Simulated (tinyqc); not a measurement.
Inside a calculation. Model: double-gate transistor, scale length and short-channel effects.

Numbers from tinyqc (`OMP_NUM_THREADS=1 python tinyqc.py 2420136 2420137 out.jsonl`; about 0.01 s on one thread of a shared Intel Xeon 2.30GHz). Printed values are rounded.

A body of thickness ts between two insulators of thickness ti and two tied gates. Below threshold the potential that source and drain add obeys Laplace's equation and vanishes on the gate. Its lowest mode decays along the channel as exp(-k y); k is the smallest positive root of the matching condition at the interface, and the scale length is Lambda = pi/k.

Parameters, values chosen for the exercise; permittivities: semiconductor close to that of silicon, insulator close to that of zirconium oxide: temperature T = 300 K; relative permittivity of the semiconductor eps_r = 11.9; relative permittivity of the insulator ei = 26.2; insulator thickness ti = 5.8 nm; body thickness ts = 14.4 nm; channel length L = 39 nm; potential of the source Vbi = 0.94 V; potential of the barrier top at threshold sT = 0.43 V; long-channel threshold VTL = 0.41 V; long-channel body factor m = 1; drain voltage Vds = 0.7 V.

Constants: q = 1.602176634e-19 C, kB = 1.380649e-23 J/K, Vt = kB T/q. Results are converted to the units shown.

## Scan of the matching condition

k, point 0 to 7 (1/nm): 0.02375  0.0475  0.07125  0.095  0.11875  0.1425  0.16625  0.19

f(k) = ei cos(k ti) cos(k ts/2) - eps_r sin(k ti) sin(k ts/2).

f(k), point 0 to 7: 25.2953  22.6662  18.5604  13.3642  7.5666  1.7124  -3.6487  -8.0144

The first change of sign lies between k = 0.1425 and 0.16625 1/nm.

## Iteration 1: decay constant by Newton steps

k at the start = 0.1425 1/nm

f(k) = ei cos(k ti) cos(k ts/2) - eps_r sin(k ti) sin(k ts/2); f' by a central difference with +/- 1e-5 1/nm; k(new) = k - f/f'.

f = 1.71243
f' = -239.872 nm
k after iteration 1 = 0.149639 1/nm

## Iteration 2: decay constant by Newton steps

As before.

f = 0.0248766
f' = -232.566 nm
k after iteration 2 = 0.149746 1/nm

## Course of the iteration: decay constant by Newton steps

Stop when k changes by less than 1e-10 1/nm, or after 30 iterations.

Course of the iteration:
```
iteration  k (1/nm)  |change| (1/nm)
1          0.149639          7.14e-3
2          0.149746          1.07e-4
3          0.149746          2.87e-8
4          0.149746         1.97e-15
```

Converged in 4 iterations. The change falls from 0.0071 in the first iteration to below the tolerance in the last.

## Scale length against simple estimates

k = 0.149746 1/nm

Lambda = pi/k and l = 1/k. A parabolic potential across the structure gives l(parabolic) = sqrt((eps_r/(2 ei)) ts ti (1 + ei ts/(4 eps_r ti))).

Lambda = 20.9795 nm
l = 6.67798 nm
l(parabolic) = 6.69980 nm

The parabolic estimate is 0.33 % above l.

## Threshold shift, barrier position and swing

Along the channel psi(y) = s + a exp(y/l) + b exp(-y/l) with psi(0) = Vbi, psi(L) = Vbi + Vds and l = 1/k = Lambda/pi; with A = Vbi - s, B = A + Vds, x = exp(-L/l): a = (B - A x) x/(1 - x^2), b = (A - B x)/(1 - x^2). The minimum is s + 2 sqrt(a b), at y = (l/2) ln(b/a). The long-channel potential follows the gate as s = sT + (Vg - VTL)/m, and the threshold VT is the gate voltage at which the minimum equals sT. Swing = m Vt ln 10/g at threshold, g = d(minimum)/ds = 1 - (b x + a)/((1 + x) sqrt(a b)).

s at threshold = 0.334461 V
a = 0.00379217 V
b = 0.601747 V
position of the minimum = 16.9183 nm
VT = 0.314461 V
swing = 67.3138 mV/decade

The threshold lies 95.5 mV below the long-channel value, and the barrier top sits at 0.43 L from the source.
